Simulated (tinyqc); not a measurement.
The three schemes as the step is halved: finite-difference solution of the diffusion equation on a small grid. Computed by tinyqc, a small Python program. Command: `OMP_NUM_THREADS=1 python tinyqc.py 3015643 3015644 out.jsonl fdiff walk`. One thread of a shared host (Intel(R) Xeon(R) Processor @ 2.30GHz), about 0.01 s of CPU time with the checks.

dC/dt = D d2C/dx2 on nodes x_j = j dx, j = 0..11; the far end is sealed.

Inputs (values chosen for the exercise):
```
quantity         value    unit
diffusivity D       30  nm^2/s
grid spacing dx      5      nm
time step dt      0.32       s
final time t_f    5.12       s
```

Boundary at x = 0: sealed surface. Scheme: explicit.

start values C_j, j = 0, 1, ... (% of a reference): 7.31  75.5  100  64.4  21.5  0.688  0  0  0  0  0  0

Method:
- The operator M acts as (M C)_j = C_(j-1) - 2 C_j + C_(j+1); at the sealed far end a mirror node gives 2 C_(N-2) - 2 C_(N-1); at j = 0, a mirror node gives 2 C_1 - 2 C_0.
- r = D dt/dx^2.
- The mode of M with eigenvalue mu has its amplitude multiplied per step by g = (1 + (1 - theta) r mu)/(1 - theta r mu), with theta = 0 explicit, 1 implicit, 1/2 Crank-Nicolson; the explicit scheme is stable for r up to 2/|mu_min|.
- With r = D dt/dx^2: (1 - theta r M) C(new) = (1 + (1 - theta) r M) C(old); theta = 0 explicit, 1 implicit, 1/2 Crank-Nicolson.
- Each run reaches t_f in n equal steps; errors are the largest difference from exp(M D t_f/dx^2) C(0). A dash marks unstable explicit runs.

largest stable r of the explicit scheme = 0.5

Largest error at t_f (%):
```
steps n      r  explicit  implicit  Crank-Nicolson
4        1.536         -    1.2994      9.2173e-01
8        0.768         -    0.6412      2.9232e-02
16       0.384   0.39120    0.3371      7.3861e-03
32       0.192   0.18941    0.1759      1.8508e-03
64       0.096   0.09309    0.0897      4.6295e-04
128      0.048   0.04613    0.0453      1.1575e-04
256      0.024   0.02296    0.0227      2.8939e-05
```

From the last two rows, halving the step divides the error by 2.01 (explicit), 1.99 (implicit), 4.00 (Crank-Nicolson): a factor 2 marks first order in dt and 4 second order. The explicit scheme needs n of at least 13 to be stable; the other two are stable at any step.

Extremes, crossings and ranges named in words are read from the listed rows.
